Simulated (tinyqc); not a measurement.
# Landau coefficient from the swing

Inverse problem. Below threshold and near Q = 0, a ferroelectric film of thickness tf changes the swing n Vt ln 10 by the factor 1 + 2 al tf Cp, and al = -3 sqrt(3) Ec/(4 Pr) (1 nm times 1 kV/cm is 1e-4 V). Find n, al and Pr.

Values chosen for this exercise: temperature T = 350 K; coercive field Ec = 1000 kV/cm; overlap capacitance per gate area Cp = 0.53 uF/cm^2.

Constants: q = 1.602176634e-19 C, kB = 1.380649e-23 J/K, Vt = kB T/q. Results are converted to the units shown.

swing without the film and with tf = 5.1 nm (mV/decade): [81.253576, 77.449500]

Solution. The first swing gives n, the ratio of the two gives al, and Ec then gives Pr.

n = 1.17
al = -86.6 kV cm/uC
Pr = 15.0 uC/cm^2

tinyqc, about 0.02 s, one thread, Intel Xeon 2.30GHz (shared host): `OMP_NUM_THREADS=1 python tinyqc.py 2860023 2860024 out.jsonl`
